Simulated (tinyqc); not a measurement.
Floating body of a partially depleted SOI transistor: body voltage and kink: one step of the calculation.

Source at 0 V. Channel current Ic = 2 nf K Vt^2 [F(0) - F(Vd)](1 + la Vd), F(V) = ln^2(1 + exp((Vg - VT - nf V)/(2 nf Vt))), VT = VT0 - gb Vb. Saturation voltage Vs = 2 Vt sqrt(F(0)) + 3 Vt, excess Ve = (Vd - Vs + sqrt((Vd - Vs)^2 + 0.0004 V^2))/2, multiplication M1 = Ai Ve exp(-Bl/Ve). Each junction passes D(v) = J1 (exp(v/Vt) - 1) + J2 (exp(v/(2 Vt)) - 1). Bipolar current Ib = bb J1 (exp(Vb/Vt) - 1). The body settles where M1 (Ic + Ib) = D(Vb) + D(Vb - Vd) + Vb/Rb; drain current Id = (1 + M1)(Ic + Ib) - D(Vb - Vd).

Problem. Drain current with floating and with grounded body. Id and VT at the converged Vb, Id at Vb = 0, their ratio, and the bipolar share Ib/(Ic + Ib).

Values chosen for this exercise; values of the order met in partially depleted silicon-on-insulator transistors: temperature T = 358 K; threshold at zero body voltage VT0 = 0.39 V; fall of the threshold per volt of body voltage gb = 0.35; slope factor nf = 1.26; gain factor per width K = 450 uA/(V^2 um); channel-length modulation factor la = 0.04 1/V; impact-ionisation prefactor Ai = 3.73 1/V; impact-ionisation voltage Bl = 4.6 V; diffusion saturation current of each junction J1 = 3.2e-11 uA/um; recombination saturation current of each junction J2 = 4.2e-7 uA/um; gain of the lateral bipolar transistor on the diffusion current bb = 3; resistance of a weak body tie to the source (1e9 stands for no tie, and the term is then dropped) Rb = 7000 kohm um; gate voltage Vg = 0.32 V; drain voltage Vd = 1.8 V.

Constants: q = 1.602176634e-19 C, kB = 1.380649e-23 J/K, Vt = kB T/q. Results are converted to the units shown.

converged Vb = 0.82895274 V

Find: VT; Id, floating; Id, grounded; ratio; bipolar share.

Solution.

VT = 0.099867 V
Id, floating = 69.884 uA/um
Id, grounded = 0.18990 uA/um
ratio = 368.01
bipolar share = 82.291 %

The body rises to 0.829 V and lowers the threshold by 290 mV.

Range of the model: The multiplication law is an empirical form chosen for the exercise; self-heating and capacitive coupling to the body are left out, and the linear laws are rough once Vb passes about 0.7 V or M1 about 0.1.

Program tinyqc, `OMP_NUM_THREADS=1 python tinyqc.py 2182069 2182070 out.jsonl`; Intel Xeon 2.30GHz, shared host, one thread, about 0.2 s.
